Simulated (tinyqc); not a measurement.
## One-dimensional ballistic tunnel FET, two-band WKB: effect of temperature

A p-type source for x < 0 with its Fermi level at 0 and its valence edge at ds; in the channel the bands fall as D exp(-x/lam) towards their flat values, with the conduction edge at Ec = ds - dP and D = dP + Eg. The gate moves dP one to one. The drain Fermi level lies at -Vd and the drain side reflects nothing. For w = E - Ec between 0 and dP an electron crosses the gap. Two-band dispersion with equal masses m: inside the gap kappa = sqrt(m u (1 - u/Eg)/C), u the distance from a band edge, C = hbar^2/(2 m0).

S(w) = 2 lam int_0^Eg kappa(u) du/(w + Eg - u) = 2 pi lam sqrt(m/(C Eg)) [w + Eg/2 - sqrt(w (w + Eg))], T(w) = exp(-S). I = g (2 q^2/h) int_0^dP T(w) [f(E) - f(E + Vd)] dw, E = ds - dP + w, f(x) = 1/(1 + exp(x/Vt)). Swing = d(dP)/d(log10 I).

Inputs (values chosen for the exercise); band and dielectric values close to those of indium arsenide: band gap Eg = 0.357 eV; band-edge mass of the two-band model m = 0.026 m0; screening length of the source junction lam = 4 nm; source valence edge above the source Fermi level ds = 0.13 eV; drain bias Vd = 0.2 V; number of degenerate subbands (spin apart) g = 1; tunnelling window Ev(source) - Ec(channel) dP = 0.24 eV.

Constants: q = 1.602176634e-19 C, kB = 1.380649e-23 J/K, hbar = 1.054571817e-34 J s, h = 6.62607015e-34 J s, m0 = 9.1093837015e-31 kg, Vt = kB T/q, hbar^2/(2 m0) = 0.0380998212 eV nm^2. Results are converted to the units shown.

Effect of temperature:
```
T (K)	I (uA)	swing (mV/decade)	Vt ln 10 (mV/decade)
77	0.4942	126.0	15.28
150	0.5114	130.5	29.76
200	0.5291	135.2	39.68
250	0.5506	141.0	49.61
300	0.5743	147.6	59.53
350	0.5988	154.8	69.45
400	0.6227	162.1	79.37
```

What does the comparison show?

I rises from 0.494 to 0.623 uA, and the swing rises from 126 to 162 mV/decade, while the thermionic limit rises from 15.3 to 79.4 mV/decade. Gap and mass are held fixed. In every row S at w = dP is below 2, where a WKB prefactor of 1 is a rough guess.

Program tinyqc, `OMP_NUM_THREADS=1 python tinyqc.py 2620098 2620099 out.jsonl`; Intel Xeon 2.30GHz, shared host, one thread, about 0.01 s.
